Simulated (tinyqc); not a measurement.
Biaxially strained (001) channel, valley splitting in an inversion layer: two steps of the calculation.

A thin layer grown on a relaxed buffer is stretched in the plane. The two valleys with their long axis along the growth direction (D2) sink against the four in-plane ones (D4); confinement in a triangular well splits them too. Only the lowest subband of each set is kept; one relaxation time, so the weakening of intervalley scattering is left out.

Inputs (values chosen for the exercise); values close to those of silicon on relaxed silicon-germanium:

| symbol | value | unit | meaning |
|---|---|---|---|
| T | 325 | K | temperature |
| x | 0.35 |  | germanium share of the relaxed buffer |
| b1 | 0.0418 |  | lattice mismatch per unit x |
| c11 | 167 | GPa | elastic constant |
| c12 | 65.4 | GPa | elastic constant |
| Xu | 8.95 | eV | shear deformation potential |
| Ns | 7.1e12 | cm^-2 | inversion density |

Constants: q = 1.602176634e-19 C, kB = 1.380649e-23 J/K, Vt = kB T/q. Results are converted to the units shown.

Problem 1. Strain, stress and splitting. e_par = b1 x, e_perp = -2 (c12/c11) e_par, splitting D = Xu (e_par - e_perp), in-plane stress (c11 + c12 - 2 c12^2/c11) e_par.

Give: e_par; e_perp; D; stress.

Solution 1.

e_par = 1.463 %
e_perp = -1.146 %
D = 233.5 meV
stress = 2.651 GPa

Problem 2. Fermi level by Newton steps. f = N2 ln(1 + exp((EF - E2)/Vt)) + N4 ln(1 + exp((EF - E4)/Vt)) - Ns, f' = [N2/(1 + exp((E2 - EF)/Vt)) + N4/(1 + exp((E4 - EF)/Vt))]/Vt, EF(new) = EF - f/f'.

EF at the start = 0.196 eV
E2 = 0.19625909 eV
E4 = 0.55989310 eV
N2 = 4.5626594e12 cm^-2
N4 = 1.9571628e13 cm^-2

Give: f; f'; EF after iteration 1.

Solution 2.

f = -3.9584e12 cm^-2
f' = 8.1082e13 cm^-2/eV
EF after iteration 1 = 0.24482 eV

Computed by the program tinyqc: `OMP_NUM_THREADS=1 python tinyqc.py 2530072 2530073 out.jsonl`, one thread of a shared Intel Xeon 2.30GHz, about 0.01 s for the whole run.
